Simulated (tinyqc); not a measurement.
Microkinetic model of low-temperature epitaxy from hydride gases: adsorption, hydrogen desorption and rate control. From growth rate G back to temperature T. Computed by tinyqc, a small Python program. Command: `OMP_NUM_THREADS=1 python tinyqc.py 3004247 3004248 out.jsonl hepi inv`. One thread of a shared host (Intel(R) Xeon(R) Processor @ 2.30GHz), about 0.03 s of CPU time with the checks.

Each hydride molecule needs two free sites and leaves four hydrogen atoms, of which two leave at once as H2; theta is the hydrogen coverage, the site density is 6.78 per nm^2 and one layer is 1.358 angstrom thick.

Inputs (values chosen for the exercise, close to those used for silane and germane on Si(001)):

| quantity | value | unit |
|---|---|---|
| silane pressure p_S | 0.34 | Pa |
| sticking prefactor of silane s0 | 0.065 | - |
| adsorption barrier E_s | 0.31 | eV |
| desorption prefactor nu_d | 2.5e+12 | 1/s |
| desorption energy on silicon E_d | 2.05 | eV |
| hydrogen carrier pressure p_H | 0 | Pa |
| sticking of hydrogen s_H | 4.3e-08 | - |
| germane pressure p_G | 0.045 | Pa |
| sticking ratio of germane to silane r_G | 4.3 | - |
| lowering of E_d per unit germanium fraction, dE | 0.43 | eV |

Film: silicon-germanium. Order of hydrogen desorption: first.

Constants: k_B = 8.617333262e-05 eV/K; u = 1.6605390666e-27 kg; k_B = 1.380649e-23 J/K.

Method:
- Flux per site F = p/(sqrt(2 pi M k_B T) x 6.78e18 per m^2), M = 32.12 u (silane), 76.63 u (germane), 2.016 u (hydrogen); s = s0 exp(-E_s/(k_B T)); k_S = s F_S, k_G = r_G s F_G; germanium fraction x = k_G/(k_S + k_G); k = k_S + k_G; k_H = s_H F_H; k_d = nu_d exp(-(E_d - dE x)/(k_B T)).
- Temperatures in kelvin are T(C) + 273.15.
- With k the hydride and k_H the hydrogen adsorption rate on free pairs and k_d the desorption rate, steady state: 2 (k + k_H)(1 - theta)^2 = k_d theta; growth rate R = k (1 - theta)^2 layers/s; 1 layer/s = 8.148 nm/min.
- With c = 2 (k + k_H)/k_d the free share is 1 - theta = 2/(1 + sqrt(1 + 4c)).

Problem. A run gave the result below. Find the temperature T, known to lie between 520 and 790 C.

growth rate G = 6.135962 nm/min

Solution.

Each step takes the trial c = (a f_b - b f_a)/(f_b - f_a), f being the result less the target and a, b, c the logarithms of the listed values; c replaces end b, the old b replaces a if the sign of f changed, and otherwise f_a is halved.

Scan of the range:

| temperature T (C) | growth rate G (nm/min) |
|---|---|
| 520 | 2.1806 |
| 558 | 4.5049 |
| 598 | 7.2845 |
| 641 | 9.9585 |
| 687 | 12.4242 |
| 737 | 14.9032 |
| 790 | 17.4892 |

False position (Illinois rule, in the logarithm of the input) inside the bracket:

| step | end a | end b | trial | growth rate G (nm/min) |
|---|---|---|---|---|
| 1 | 558.000 | 598.000 | 581.135 | 6.12444 |
| 2 | 598.000 | 581.135 | 581.300 | 6.13600 |
| 3 | 581.135 | 581.300 | 581.300 | 6.13596 |

Growth rate G rises at every point of a 13-point scan of the range (every second point is shown), so one value fits; it is bracketed by 558 and 598. Answer: temperature T = 581.3 C.
